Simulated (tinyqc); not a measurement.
Classical Heisenberg spin chain: exact results, Metropolis, heat-bath and over-relaxation steps, and a Monte Carlo run. Changing the length N of the open chain. Computed by tinyqc, a small Python program. Command: `OMP_NUM_THREADS=1 python tinyqc.py 3130405 3130406 out.jsonl heismc sweep`. One thread of a shared host (Intel(R) Xeon(R) Processor @ 2.30GHz), about 0.01 s of CPU time with the checks.

E = -J sum_i s_i . s_(i+1) for unit vectors s_i on an open chain; K = J/(k_B T).

Inputs (values chosen for the exercise, for a model chain of large moments): coupling J = -6.4 meV; temperature T = 28.4 K; moment mu = 3.1 mu_B.

Constants: k_B = 8.617333262e-05 eV/K; mu_B = 5.7883818060e-05 eV/T.

Method. Each bond angle is independent, so u = <s_i . s_(i+1)> = coth K - 1/K, <s_i . s_(i+n)> = u^n, correlation length xi = -1/ln|u|, energy per bond -J u, heat capacity per bond c/k_B = 1 - K^2/sinh^2 K, and for the long chain chi = mu^2 (1 + u)/(3 k_B T (1 - u)) per spin. For N spins, <|sum s|^2>/N = (1 + u)/(1 - u) - 2 u (1 - u^N)/(N (1 - u)^2); the long chain has (1 + u)/(1 - u), chi over the Curie value, and the difference is relative to it.

One run for each value:
```
length N of the open chain  <|sum s|^2>/N  difference from the long chain (%)
2                                 0.37163                              62.837
3                                 0.42541                              86.399
5                                 0.33230                              45.603
8                                 0.28603                              25.328
12                                0.26757                              17.240
20                                0.25192                              10.383
80                                0.23415                               2.596
200                               0.23059                               1.038
```

Give the missing row, length N of the open chain = 40.

Computed row:
```
length N of the open chain  <|sum s|^2>/N  difference from the long chain (%)
40                                0.24007                               5.192
```

Interpolating between the two neighbouring rows (the first column on a logarithmic scale, the others too where they are positive) misses most in <|sum s|^2>/N, by 1.2 %. Over the rows, <|sum s|^2>/N goes from 0.372 through a maximum among these rows, 0.425 at 3.00, to 0.231; difference from the long chain (%) goes from 62.8 through a maximum among these rows, 86.4 at 3.00, to 1.04.

Extremes, crossings and ranges named in words are read from the listed rows.
